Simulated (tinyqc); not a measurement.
Input admittance of a MOSFET at zero drain bias: distributed channel and distributed gate: one step of the calculation.

Source and drain grounded, strong inversion, w = 2 pi f, Cox = eps0 eox/tox. The channel is an RC line of resistance 1/(mu Cox Vo) per square fed from both ends, so one finger has the intrinsic admittance y = i w Cox L tanh(g)/g per width, g = (1/2) sqrt(i w tau), tau = L^2/(mu Vo). The vertical resistance rv/L is in series with y, the overlaps 2 i w Cov in parallel: y_t = 1/(1/y + rv/L) + 2 i w Cov. The gate strip is a line of Rsh/L per length loaded by y_t, so a finger has Y = y_t Wf tanh(k)/k, k = (Wf/sd) sqrt(y_t Rsh/L); the device has Nf Y.

Problem. Admittance of the channel and stack per width. tau, g, c = Cox L, y and y_t as defined.

Parameters, values chosen for the exercise; values of the order met in silicon radio-frequency transistors:
- eox = 7.49 (relative permittivity of the gate insulator (close to silicon nitride))
- tox = 12 nm (insulator thickness)
- L = 1.3 um (channel length)
- mu = 170 cm^2/(V s) (channel mobility)
- Vo = 0.77 V (gate overdrive)
- rv = 9.9 ohm um^2 (vertical resistivity of the gate stack)
- Cov = 0.32 fF/um (overlap and fringe capacitance on each side)
- f = 6.7 GHz (frequency)

Constants: eps0 = 8.8541878128e-14 F/cm where lengths are in cm. Results are converted to the units shown.

Find: tau; g; c; y; y_t.

Solution.

tau = 129.1 ps
g = 0.8242+0.8242i
c = 7.184 fF/um
y = 105.6+245.3i uS/um
y_t = 105.9+271.8i uS/um

w tau = 5.44, and Im y is 0.811 of w c.

Numbers from tinyqc (`OMP_NUM_THREADS=1 python tinyqc.py 2262248 2262249 out.jsonl`; about 0.01 s on one thread of a shared Intel Xeon 2.30GHz).
